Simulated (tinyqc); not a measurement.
Inside a calculation. Method: RKS/PBE in the 3-21g basis, for H3+, spin multiplicity 1. One step of it, computed by the program tinyqc.

Question. Iteration 2: building the Kohn-Sham matrix. J_ij = sum D_kl (ij|kl); F = H + J + V_xc; E = tr D H + tr D J / 2 + E_xc + E_nn.

D after iteration 1, lower triangle:
```
          1H 1s     1H 2s     2H 1s     2H 2s     3H 1s     3H 2s
1H 1s  0.096837
1H 2s  0.132430  0.181106
2H 1s  0.106797  0.146051  0.117781
2H 2s  0.103610  0.141693  0.114266  0.110857
3H 1s  0.106797  0.146051  0.117781  0.114266  0.117781
3H 2s  0.103610  0.141693  0.114266  0.110857  0.114266  0.110857
```

core Hamiltonian H = T + V (hartree), lower triangle:
```
           1H 1s      1H 2s      2H 1s      2H 2s      3H 1s      3H 2s
1H 1s  -1.096583
1H 2s  -1.085837  -1.273930
2H 1s  -0.320995  -0.546997  -0.865332
2H 2s  -0.591709  -0.849945  -0.937060  -1.072307
3H 1s  -0.320995  -0.546997  -0.002762  -0.090248  -0.865332
3H 2s  -0.591709  -0.849945  -0.090248  -0.286478  -0.937060  -1.072307
```

Two-electron integrals (ij|kl) in chemists' order, unique and non-zero (hartree):
```
(11|11) 1.140145   (21|11) 0.611403   (21|21) 0.345152   (22|11) 0.626370
(22|21) 0.380329   (22|22) 0.482957   (31|11) 0.099004   (31|21) 0.058436
(31|22) 0.068984   (31|31) 0.015921   (32|11) 0.171517   (32|21) 0.107396
(32|22) 0.144804   (32|31) 0.032460   (32|32) 0.083397   (33|11) 0.460802
(33|21) 0.294925   (33|22) 0.420913   (33|31) 0.099004   (33|32) 0.291163
(33|33) 1.140145   (41|11) 0.291163   (41|21) 0.165682   (41|22) 0.185029
(41|31) 0.032460   (41|32) 0.061138   (41|33) 0.171517   (41|41) 0.083397
(42|11) 0.364030   (42|21) 0.223875   (42|22) 0.293685   (42|31) 0.050218
(42|32) 0.116791   (42|33) 0.364030   (42|41) 0.116791   (42|42) 0.205155
(43|11) 0.294925   (43|21) 0.187677   (43|22) 0.265618   (43|31) 0.058436
(43|32) 0.165682   (43|33) 0.611403   (43|41) 0.107396   (43|42) 0.223875
(43|43) 0.345152   (44|11) 0.420913   (44|21) 0.265618   (44|22) 0.374363
(44|31) 0.068984   (44|32) 0.185029   (44|33) 0.626370   (44|41) 0.144804
(44|42) 0.293685   (44|43) 0.380329   (44|44) 0.482957   (51|11) 0.099004
(51|21) 0.058436   (51|22) 0.068984   (51|31) 0.007247   (51|32) 0.013909
(51|33) 0.038566   (51|41) 0.024788   (51|42) 0.034131   (51|43) 0.024903
(51|44) 0.038077   (51|51) 0.015921   (52|11) 0.171517   (52|21) 0.107396
(52|22) 0.144804   (52|31) 0.013909   (52|32) 0.028468   (52|33) 0.080777
(52|41) 0.045724   (52|42) 0.069953   (52|43) 0.052171   (52|44) 0.080470
(52|51) 0.032460   (52|52) 0.083397   (53|11) 0.000395   (53|21) 0.000217
(53|22) 0.000227   (53|31) 0.000036   (53|32) 0.000063   (53|33) 0.000170
(53|41) 0.000104   (53|42) 0.000133   (53|43) 0.000108   (53|44) 0.000154
(53|51) 0.000036   (53|52) 0.000063   (53|53) 1.39e-07   (54|11) 0.024548
(54|21) 0.015006   (54|22) 0.019105   (54|31) 0.001934   (54|32) 0.003847
(54|33) 0.010799   (54|41) 0.006420   (54|42) 0.009409   (54|43) 0.006973
(54|44) 0.010700   (54|51) 0.004206   (54|52) 0.009727   (54|53) 0.000009
(54|54) 0.001194   (55|11) 0.460802   (55|21) 0.294925   (55|22) 0.420913
(55|31) 0.038566   (55|32) 0.080777   (55|33) 0.231284   (55|41) 0.125091
(55|42) 0.198756   (55|43) 0.149386   (55|44) 0.231116   (55|51) 0.099004
(55|52) 0.291163   (55|53) 0.000170   (55|54) 0.031729   (55|55) 1.140145
(61|11) 0.291163   (61|21) 0.165682   (61|22) 0.185029   (61|31) 0.024788
(61|32) 0.045724   (61|33) 0.125091   (61|41) 0.076102   (61|42) 0.102249
(61|43) 0.080305   (61|44) 0.117837   (61|51) 0.032460   (61|52) 0.061138
(61|53) 0.000104   (61|54) 0.008384   (61|55) 0.171517   (61|61) 0.083397
(62|11) 0.364030   (62|21) 0.223875   (62|22) 0.293685   (62|31) 0.034131
(62|32) 0.069953   (62|33) 0.198756   (62|41) 0.102249   (62|42) 0.159025
(62|43) 0.127622   (62|44) 0.191006   (62|51) 0.050218   (62|52) 0.116791
(62|53) 0.000133   (62|54) 0.014538   (62|55) 0.364030   (62|61) 0.116791
(62|62) 0.205155   (63|11) 0.024548   (63|21) 0.015006   (63|22) 0.019105
(63|31) 0.004206   (63|32) 0.009727   (63|33) 0.031729   (63|41) 0.008384
(63|42) 0.014538   (63|43) 0.018452   (63|44) 0.021401   (63|51) 0.001934
(63|52) 0.003847   (63|53) 0.000009   (63|54) 0.000526   (63|55) 0.010799
(63|61) 0.006420   (63|62) 0.009409   (63|63) 0.001194   (64|11) 0.113026
(64|21) 0.068629   (64|22) 0.087147   (64|31) 0.012448   (64|32) 0.026129
(64|33) 0.075952   (64|41) 0.033388   (64|42) 0.052994   (64|43) 0.047930
(64|44) 0.067552   (64|51) 0.012448   (64|52) 0.026129   (64|53) 0.000041
(64|54) 0.003447   (64|55) 0.075952   (64|61) 0.033388   (64|62) 0.052994
(64|63) 0.003447   (64|64) 0.015725   (65|11) 0.294925   (65|21) 0.187677
(65|22) 0.265618   (65|31) 0.024903   (65|32) 0.052171   (65|33) 0.149386
(65|41) 0.080305   (65|42) 0.127622   (65|43) 0.096487   (65|44) 0.149167
(65|51) 0.058436   (65|52) 0.165682   (65|53) 0.000108   (65|54) 0.018452
(65|55) 0.611403   (65|61) 0.107396   (65|62) 0.223875   (65|63) 0.006973
(65|64) 0.047930   (65|65) 0.345152   (66|11) 0.420913   (66|21) 0.265618
(66|22) 0.374363   (66|31) 0.038077   (66|32) 0.080470   (66|33) 0.231116
(66|41) 0.117837   (66|42) 0.191006   (66|43) 0.149167   (66|44) 0.229233
(66|51) 0.068984   (66|52) 0.185029   (66|53) 0.000154   (66|54) 0.021401
(66|55) 0.626370   (66|61) 0.144804   (66|62) 0.293685   (66|63) 0.010700
(66|64) 0.067552   (66|65) 0.380329   (66|66) 0.482957
```

nuclear repulsion = 1.15641873 hartree

V_xc (hartree), lower triangle:
```
           1H 1s      1H 2s      2H 1s      2H 2s      3H 1s      3H 2s
1H 1s  -0.484552
1H 2s  -0.271522  -0.300253
2H 1s  -0.054687  -0.126193  -0.457949
2H 2s  -0.132670  -0.189391  -0.246579  -0.256620
3H 1s  -0.054687  -0.126193  -0.000170  -0.015345  -0.457949
3H 2s  -0.132670  -0.189391  -0.015345  -0.054179  -0.246579  -0.256620
```

E_xc = sum of w rho eps_xc = -0.56922661 hartree

Give: Coulomb J; Kohn-Sham matrix F; total energy of this density.

Answer.

Coulomb J (hartree), lower triangle:
```
        1H 1s   1H 2s   2H 1s   2H 2s   3H 1s   3H 2s
1H 1s  1.2283
1H 2s  0.7390  0.9377
2H 1s  0.1431  0.3209  1.0150
2H 2s  0.3619  0.5865  0.6120  0.7944
3H 1s  0.1431  0.3209  0.0004  0.0405  1.0150
3H 2s  0.3619  0.5865  0.0405  0.1692  0.6120  0.7944
```

Kohn-Sham matrix F (hartree), lower triangle:
```
         1H 1s    1H 2s    2H 1s    2H 2s    3H 1s    3H 2s
1H 1s  -0.3528
1H 2s  -0.6183  -0.6365
2H 1s  -0.2326  -0.3523  -0.3083
2H 2s  -0.3625  -0.4528  -0.5716  -0.5345
3H 1s  -0.2326  -0.3523  -0.0025  -0.0651  -0.3083
3H 2s  -0.3625  -0.4528  -0.0651  -0.1714  -0.5716  -0.5345
```

total energy of this density = -1.212959 hartree
